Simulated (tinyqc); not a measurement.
Van der Pauw, Hall and four-point-probe measurements on a doped layer: one step of the calculation.

A uniform n-type layer with sheet resistance Rs = 1/(q ns mu), point contacts, low field (mu B small).

Question. New z. The van der Pauw equation exp(-pi RA z) + exp(-pi RB z) = 1 is solved for z = 1/Rs: e1 = exp(-pi RA z), e2 = exp(-pi RB z), f = e1 + e2 - 1, f' = -pi (RA e1 + RB e2), z(new) = z - f/f'.

z after iteration 2 = 4.7512228 mS
RA = 3.0666398 ohm
RB = 188.27560 ohm

Wanted: e1; e2; f; f'; z after iteration 3.

Answer.

e1 = 0.9553
e2 = 0.06019
f = 0.01545
f' = -0.04480 kohm
z after iteration 3 = 5.096 mS

Computed by the program tinyqc: `OMP_NUM_THREADS=1 python tinyqc.py 2850109 2850110 out.jsonl`, one thread of a shared Intel Xeon 2.30GHz, about 0.01 s for the whole run.
